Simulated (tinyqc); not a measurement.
Undoped symmetric double-gate MOSFET, analytic potential model: output curve.

An undoped body of thickness ts between two equal insulators and tied gates; long channel, electrons only, n = ni exp((psi - V)/Vt) with V the quasi-Fermi potential (0 at the source, Vd at the drain), constant mobility, no quantisation. Across the body psi(x) = V - 2 Vt ln[(ts/(2 beta)) sqrt(q ni/(2 eps0 eps_r Vt)) cos(2 beta x/ts)], x from the centre. Q is the electron charge per area of the whole body.

ni = sqrt(Nc Nv) exp(-Eg/(2 Vt)), Eg in volts; r = eps_r tox/(eox ts); V0 = dphi + 2 Vt ln[(2/ts) sqrt(2 eps0 eps_r Vt/(q ni))]. beta (between 0 and pi/2) solves (Vg - V0 - V)/(2 Vt) = ln(beta) - ln(cos beta) + 2 r beta tan(beta). Q = 8 eps0 eps_r Vt beta tan(beta)/ts; I = mu (1/L)(4 eps0 eps_r/ts)(2 Vt)^2 [g(beta_s) - g(beta_d)] per width, g = beta tan(beta) - beta^2/2 + r beta^2 tan^2(beta), with beta_s at V = 0 and beta_d at V = Vd.

Inputs (values chosen for the exercise); material values close to those of gallium arsenide:
```
symbol,value,unit,meaning
T,400,K,temperature
Eg,1.41,eV,band gap
eps_r,12.9,,relative permittivity of the semiconductor
Nc,6.88e17,cm^-3,conduction-band density of states at T
Nv,1.39e19,cm^-3,valence-band density of states at T
eox,21,,relative permittivity of the gate insulator
tox,3,nm,insulator thickness
ts,15,nm,body thickness
dphi,0.22,V,gate work function less that of the intrinsic body
mu,750,cm^2/(V s),channel mobility
L,2,um,gate length
Vg,1.18,V,gate voltage
```

Constants: q = 1.602176634e-19 C, kB = 1.380649e-23 J/K, Vt = kB T/q, eps0 = 8.8541878128e-14 F/cm where lengths are in cm. Results are converted to the units shown.

Output curve:

| Vd (V) | Qd (nC/cm^2) | Qd/Qs | I (uA/um) |
|---|---|---|---|
| 0.06 | 1348.9 | 0.73442 | 35.746 |
| 0.11 | 984.99 | 0.53628 | 57.559 |
| 0.16 | 669.47 | 0.36449 | 72.986 |
| 0.22 | 367.40 | 0.20003 | 84.483 |
| 0.27 | 187.43 | 0.10205 | 89.578 |
| 0.32 | 75.549 | 0.041132 | 91.939 |
| 0.38 | 17.932 | 0.0097632 | 92.866 |
| 0.43 | 4.5227 | 0.0024624 | 93.050 |
| 0.48 | 1.0805 | 5.8830e-4 | 93.095 |

The current rises from 35.7 to 93.1 uA/um, while the charge at the drain end falls from 0.73 to 5.9e-4 of that at the source. The current first comes within 1 % of its last value at Vd = 0.38 V among the rows. Over the last rows Qd falls by a factor of e for each Vt of drain voltage: the drain end is in weak inversion. In every row the surface density at the source passes 0.3 Nc, where Boltzmann statistics fail.

Computed by the program tinyqc: `OMP_NUM_THREADS=1 python tinyqc.py 2440122 2440123 out.jsonl`, one thread of a shared Intel Xeon 2.30GHz, about 0.03 s for the whole run.
